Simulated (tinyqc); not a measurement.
How far the fits carry: temperature and isotope dependence of a band gap in oscillator models.

E(T) = E0 - sum_i sl_i th_i n_i(T), n = 1/(exp(th/T) - 1). The same coupling lowers the gap at 0 K by the zero-point term ZP = sum_i sl_i th_i/2, so the gap of the static lattice is E0 + ZP. Thermal expansion is taken as part of the slopes.

Two-parameter forms are made to pass through the falls at the two temperatures T12: Varshni aV T^2/(T + bV), from the line T^2/fall = (T + bV)/aV; one oscillator s1 t1/(exp(t1/T) - 1), with t1 from the ratio of the falls.

Inputs chosen for the exercise (near those of InAs; shifted at random, so the results belong to these values and not to a real crystal):

| symbol | value | unit | meaning |
|---|---|---|---|
| E0 | 0.413 | eV | gap at 0 K |
| th | (58, 188) | K | temperatures of two oscillators |
| sl | (0.0449, 0.2191) | meV/K | their high-temperature slopes |
| T12 | (100, 180) | K | temperatures of the fits |

Falls of the gap from E0, and errors of the two fits against the model.

Results:

| T (K) | fall (meV) | Varshni - model (meV) | one oscillator - model (meV) | fall/ZP |
|---|---|---|---|---|
| 20 | 0.16 | 0.37 | -0.14 | 0.007 |
| 50 | 2.17 | 0.87 | -0.30 | 0.099 |
| 100 | 10.73 | 0.00 | 0.00 | 0.490 |
| 300 | 59.48 | 5.99 | -0.45 | 2.716 |
| 400 | 85.34 | 14.90 | -0.94 | 3.897 |
| 600 | 137.60 | 38.97 | -2.05 | 6.284 |
| 800 | 190.12 | 67.77 | -3.20 | 8.682 |

Give the missing row, T (K) = 200.

Computed row:
```
T (K)  fall (meV)  Varshni - model (meV)  one oscillator - model (meV)  fall/ZP
200         34.15                   0.54                         -0.05    1.559
```

Below the first fit point the largest errors are +0.87 meV (Varshni, 50 K, on a fall of 2.17 meV) and -0.30 meV (one oscillator, 50 K); a T^2 law cannot freeze out; a single oscillator misses the soft modes. At 800 K, beyond the second fit point, they are +67.8 and -3.2 meV, so the oscillator extrapolates better here. The thermal fall equals ZP between 100 and 200 K.

Program tinyqc; command `OMP_NUM_THREADS=1 python tinyqc.py 1880529 1880530 out.jsonl`; about 0.01 s on one thread of a shared Intel(R) Xeon(R) Processor @ 2.30GHz.
